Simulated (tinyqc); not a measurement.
Scan in temperature at fixed frequency: admittance spectroscopy and thermally stimulated current of one trap level in a depletion layer. Computed by tinyqc, a small Python program. Command: `OMP_NUM_THREADS=1 python tinyqc.py 3113466 3113467 out.jsonl admit walk`. One thread of a shared host (Intel(R) Xeon(R) Processor @ 2.30GHz), about 0.01 s of CPU time with the checks.

A Schottky junction on n-type material holds one donor-like electron trap; shallow donors are fully ionised and abrupt depletion edges are assumed.

Inputs (values chosen for the exercise, modelled on n-type 4H-SiC):
```
quantity,value,unit
dielectric constant eps,9.69,-
density-of-states mass m,0.757,m_0
shallow doping N,1.6e+15,1/cm^3
trap density N_t,4.3e+14,1/cm^3
trap depth E_t below the band,0.597,eV
capture cross section sigma,7.2e-17,cm^2
band bending V_b,1.9,V
test frequency f,300,Hz
```

Constants: k_B = 1.380649e-23 J/K; m_0 = 9.1093837015e-31 kg; h = 6.62607015e-34 J s; k_B = 8.617333262e-05 eV/K; eps_0 = 8.8541878128e-12 F/m; e = 1.602176634e-19 C.

Method:
- N_c = 2 (2 pi m k_B T/h^2)^(3/2), v_th = sqrt(3 k_B T/m), emission rate e_n = sigma v_th N_c exp(-E_t/(k_B T)).
- Where the level crosses the Fermi level capture equals emission, so the trap follows the signal with the rate 2 e_n; G/omega peaks at omega = 2 e_n (the correction for large N_t/N is left out).
- Solve 2 e_n(T_p) = 2 pi f.
- With E_c - E_F = k_B T_p ln(N_c/N): lambda = sqrt(2 eps eps_0 (E_t - (E_c - E_F))/(e^2 N)); traps are empty and charged for x < x_t = w - lambda, and V_b = e (N w^2 + N_t x_t^2)/(2 eps eps_0). High frequency: C_hf = eps eps_0/w. Low frequency: C_lf = eps eps_0 (N + N_t)/(N w + N_t x_t).
- With x = omega/(2 e_n): C = C_hf + (C_lf - C_hf)/(1 + x^2), G/omega = (C_lf - C_hf) x/(1 + x^2); C_hf and C_lf are held at their values at T_p.

peak temperature T_p = 402.052 K

C_hf = 7.98012 nF/cm^2

C_lf = 8.69709 nF/cm^2

Admittance:
```
T (K),omega/(2 e_n),C (nF/cm^2),G/omega (nF/cm^2)
353.8,13.542,7.9840,0.05266
369.9,5.283,8.0049,0.13102
381.9,2.751,8.0638,0.23018
394.0,1.481,8.2047,0.33252
402.1,0.998,8.3394,0.35848
410.1,0.685,8.4679,0.33434
422.2,0.398,8.5988,0.24655
438.2,0.203,8.6687,0.13990
458.3,0.093,8.6910,0.06601
```

The peak of G/omega is half the step, 0.358 nF/cm^2. Its full width is near 2 ln(2 + sqrt3) k_B T_p^2/(E_t + 2 k_B T_p) = 55.1 K.

Extremes, crossings and ranges named in words are read from the listed rows.
